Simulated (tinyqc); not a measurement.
Longitudinal sound in a periodic multilayer: transfer matrices, stop bands and folded phonons: one step, computed by the program tinyqc.

Layers 1 and 2 repeat with period d = d_1 + d_2; waves travel normal to the layers, without loss. State vector (u, s): displacement u and stress divided by omega. Impedances Z = rho v are in 1e6 kg/(m^2 s).

Problem. Transmission through N periods. A layer maps (u, s) by [[cos p, sin p/Z], [-Z sin p, cos p]], p = 2 pi f d_i/v_i; one period is M = M_2 M_1, and cos(q d) = trace(M)/2. For N periods A = M^N. A wave comes from a thick layer of material 1 and leaves into the substrate (Z_s): transmitted power T = 4 Z_1 Z_s/|Z_1 A_22 + Z_s A_11 - i (Z_1 Z_s A_12 - A_21)|^2, reflected power R = 1 - T.

Inputs (values chosen for the exercise, modelled on silica (layer 1), aluminium nitride (layer 2) and silicon (substrate)): velocity v_1 = 6070 m/s; thickness d_1 = 189 nm; velocity v_2 = 10900 m/s; thickness d_2 = 846 nm; periods N = 2; frequency f = 2.65 GHz.

M:
```
[[0.05885077, 0.03428439],
 [-30.92358, -1.022862]]
```

Z_2 = 34.88

Z_1 = 13.1719

Z of the substrate = 19.6947

Give: A = M^N; transmitted power T; T in decibel.

Solution.

A = M^N:
```
[[-1.057, -0.03305],
 [29.81, -0.01395]]
```

transmitted power T = 0.5421

T in decibel = -2.659 dB
